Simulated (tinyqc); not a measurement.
Charge pumping in an n-channel transistor: two steps of the calculation.

The gate is pulsed from accumulation to inversion and back. Energies E are counted from the intrinsic level; Dit(E) = D0 [1 + b (2 E/Eg)^2]. During each edge the traps near the bands emit their carriers, and those between Eh and Ee recombine once a cycle.

Inputs (values chosen for the exercise); band and dielectric values close to those of silicon:
- T = 300 K (temperature)
- Eg = 1.13 eV (band gap)
- Nc = 2.75e19 cm^-3 (conduction-band density of states at 300 K)
- Nv = 2.67e19 cm^-3 (valence-band density of states at 300 K)
- A = 0.66 um^2 (gate area)
- D0 = 2.8e10 cm^-2 eV^-1 (trap density at midgap)
- b = 0 (rise of the trap density towards the band edges)
- sn = 3.1e-15 cm^2 (cross-section for electrons)
- sp = 1.7e-16 cm^2 (cross-section for holes)
- vth = 1.1e7 cm/s (thermal velocity at 300 K, one nominal value for electrons and holes)
- dV = 0.7 V (Vth - Vfb)
- Va = 3.1 V (pulse height)
- f = 59000 Hz (frequency)
- tr = 270 ns (rise time)
- tf = 1500 ns (fall time)

Constants: q = 1.602176634e-19 C, kB = 1.380649e-23 J/K, Vt = kB T/q. Results are converted to the units shown.

Question 1. Emission levels. ni = sqrt(Nc Nv) exp(-Eg/(2 Vt)), Eg in volts; emission times te = (dV/Va) tf and th = (dV/Va) tr; Ee = -Vt ln(vth sn ni te), Eh = +Vt ln(vth sp ni th).

Find: ni; te; th; Ee; Eh.

Answer 1.

ni = 8.737e9 cm^-3
te = 338.7 ns
th = 60.97 ns
Ee = 0.2379 eV
Eh = -0.3573 eV

The window covers 52.7 % of the gap.

Question 2. Pumped charge and current. Nit = integral of Dit from Eh to Ee = D0 [Ee - Eh + 4 b (Ee^3 - Eh^3)/(3 Eg^2)], Qcp = q A Nit, Icp = f Qcp.

Ee = 0.23787227 eV
Eh = -0.35726088 eV

Find: Nit; mean Dit; traps pumped a cycle; Icp.

Answer 2.

Nit = 1.666e10 cm^-2
mean Dit = 2.800e10 cm^-2 eV^-1
traps pumped a cycle = 110.0
Icp = 1.040 pA

Range of the model: The Fermi levels of inversion and accumulation are taken to lie beyond Ee and Eh, the flat tops to fill all traps, and no geometric current is added.

Computed by the program tinyqc: `OMP_NUM_THREADS=1 python tinyqc.py 2030014 2030015 out.jsonl`, one thread of a shared Intel Xeon 2.30GHz, about 0.01 s for the whole run.
